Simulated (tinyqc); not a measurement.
Global model of a low-pressure process discharge: electron temperature, density, ion flux and ion energy: one step, computed by the program tinyqc. Command: `OMP_NUM_THREADS=1 python tinyqc.py 3113283 3113284 out.jsonl plasma walk`. One thread of a shared host (Intel(R) Xeon(R) Processor @ 2.30GHz), about 0.01 s of CPU time with the checks.

Maxwellian electrons with temperature T_e in eV, one positive ion, no negative ions, uniform bulk density n; rate constants have the Arrhenius form.

Task: Energy per pair and density. E_c = E_iz + (X0 exp(-E_ex/T_e) E_ex + K_el (3 m_0/M) T_e)/K_iz; wall potential V_s = (T_e/2) ln(M/(2 pi m_0)); E_T = E_c + 2 T_e + T_e/2 + V_s; n = P/(e u_B A_eff E_T); ion current density J = e h_L n u_B; ionised share n/n_g.

Inputs (values chosen for the exercise, of the order of those of an inductive discharge in a simple atomic gas):

| quantity | value | unit |
|---|---|---|
| ion mass M | 35.5 | u |
| ionisation energy E_iz | 14.3 | eV |
| excitation prefactor X0 | 6.8e-15 | m^3/s |
| excitation energy E_ex | 9.14 | eV |
| elastic rate constant K_el | 5e-14 | m^3/s |
| gas temperature T_g | 300 | K |
| absorbed power P | 200 | W |

T_e = 2.553764 eV

K_iz = 2.293646e-16 m^3/s

Bohm velocity u_B = 2634.553 m/s

A_eff = 439.7836 cm^2

h_L = 0.2753732

gas density n_g = 8.932997e+19 1/m^3

Constants: m_0 = 9.1093837015e-31 kg; u = 1.6605390666e-27 kg; e = 1.602176634e-19 C.

Give: collisional loss per pair E_c; wall potential V_s; E_T; plasma density n; ion current density J; ionised share.

Result:

collisional loss per pair E_c = 21.89 eV

wall potential V_s = 11.80 V

E_T = 40.07 eV

plasma density n = 2.689e+11 1/cm^3

ion current density J = 3.125 mA/cm^2

ionised share = 0.003010

Collisions take 55 % of the power and the walls the rest. T_e came from the particle balance alone; the power sets only n.
